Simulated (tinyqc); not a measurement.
Resistance of a tapered via with liner, size effect and interface: two steps of the calculation.

A round via whose diameter grows from db at the bottom as D(z) = db + 2 z/tan(ang). The fill, of diameter D - 2 tl, starts above the bottom liner (thickness fb tl) and has rho = rho0 (1 + ks lam/(D - 2 tl)); the sidewall liner conducts in parallel with it. The bottom liner and the interface are crossed over the full area pi db^2/4. Spreading in the lines above and below is left out.

Values chosen for this exercise; fill metal close to copper:
- db = 9.3 nm (diameter at the bottom)
- hv = 17 nm (height)
- ang = 85 degrees (sidewall angle)
- rho0 = 1.66 uohm cm (bulk resistivity of the fill)
- lam = 40 nm (mean free path of the fill)
- ks = 1.3 (size-effect factor)
- tl = 1.9 nm (liner on the sidewall)
- fb = 1 (liner at the bottom over that on the sidewall)
- rl = 580 uohm cm (resistivity of the liner)
- ri = 1.4e-12 ohm cm^2 (interface resistivity at the bottom)
- Sb = 1.1e15 S/m^2 (ballistic conductance per area, about 3/(4 rho0 lam))

Problem 1. Slices of the via. Slices between z0 = fb tl and hv, evaluated at their midpoints: conductance per length pi/4 [(D - 2 tl)^2/rho + (D^2 - (D - 2 tl)^2)/rl], slice resistance = slice height over that. 7 slices.

Give: z; D; rho; slice resistance.

Solution 1.

```
slice  z (nm)  D (nm)  rho (uohm cm)  slice resistance (ohm)
0       2.979   9.821          16.00                   11.59
1       5.136   10.20          15.15                   9.770
2       7.293   10.58          14.40                   8.317
3       9.450   10.95          13.73                   7.140
4       11.61   11.33          13.12                   6.178
5       13.76   11.71          12.57                   5.383
6       15.92   12.09          12.08                   4.721
```

Problem 2. Total resistance. R_fill = sum of the slices; R_bottom = rl fb tl/(pi db^2/4); R_interface = ri/(pi db^2/4); ballistic (Sharvin) limit 1/(Sb pi (db - 2 tl)^2/4); ideal cylinder rho0 hv/(pi db^2/4).

slice resistance, slice 0 to 6 (ohm): 11.587546  9.7702388  8.3166328  7.1402052  6.1779098  5.3831059  4.7208071

Find: parts; R; shares; ballistic limit; ideal cylinder.

Solution 2.

parts (ohm): fill 53.096, bottom liner 162.23, interface 2.0610
R = 217.39 ohm
shares (%): fill 24.425, bottom liner 74.627, interface 0.948
ballistic limit = 38.264 ohm
ideal cylinder = 4.1543 ohm

The bottom liner is the largest part, and R is 52.3 times the ideal cylinder. With 2000 slices R = 217.46 ohm.

Program tinyqc, `OMP_NUM_THREADS=1 python tinyqc.py 2750084 2750085 out.jsonl`; Intel Xeon 2.30GHz, shared host, one thread, about 0.01 s.
